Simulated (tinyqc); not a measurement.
Ellipsometry and reflectance of a transparent film on an absorbing substrate: two steps of the calculation.

Air (index 1), film, substrate with N2 = n2 - i k2; time factor exp(+i w t). q_j = sqrt(N_j^2 - sin^2 th), root with positive real part. Fresnel coefficients r_s = (q_a - q_b)/(q_a + q_b), r_p = (N_b^2 q_a - N_a^2 q_b)/(N_b^2 q_a + N_a^2 q_b). tan(Psi) exp(i Delta) = R_p/R_s, Delta taken from 0 to 360 degrees.

Inputs (values chosen for the exercise); indices close to those of silicon dioxide on silicon: wavelength lam = 800 nm; angle of incidence th = 75 degrees; index of the transparent film n1 = 1.452; film thickness d = 11 nm; index of the substrate n2 = 3.692; extinction coefficient of the substrate k2 = 0.0065.

Task 1. Interface coefficients and thickness period. q0, q1, q2 and the coefficients r01 and r12 for p and s; the results repeat in d with the period lam/(2 q1).

Give: q0; q1; q2; r01,p; r01,s; r12,p; r12,s; period.

Result 1.

q0 = 0.2588
q1 = 1.084
q2 = 3.563-0.007i
r01,p = -0.3304
r01,s = -0.6145
r12,p = 0.3259-0.0007i
r12,s = -0.5335+0.0007i
period = 369.0 nm

Task 2. Psi, Delta and reflectances. beta = 2 pi d q1/lam, X = exp(-2 i beta), R = (r01 + r12 X)/(1 + r01 r12 X) for p and s.

q1 = 1.0841085
r01,p = -0.33037590
r01,s = -0.61454504
r12,p = 0.32591241-0.00072897i
r12,s = -0.53346826+0.00067604i

Give: beta; X; R_p; R_s; Psi; Delta; |R_p|^2; |R_s|^2.

Result 2.

beta = 0.093660 rad
X = 0.98251-0.18623i
R_p = -0.013070-0.068375i
R_s = -0.86287+0.03553i
Psi = 4.6085 degrees
Delta = 81.537 degrees
|R_p|^2 = 0.0048460
|R_s|^2 = 0.74581

The bare substrate gives Psi = 0.3359 and Delta = 9.2759 degrees.

Computed by the program tinyqc: `OMP_NUM_THREADS=1 python tinyqc.py 2870228 2870229 out.jsonl`, one thread of a shared Intel Xeon 2.30GHz, about 0.01 s for the whole run.
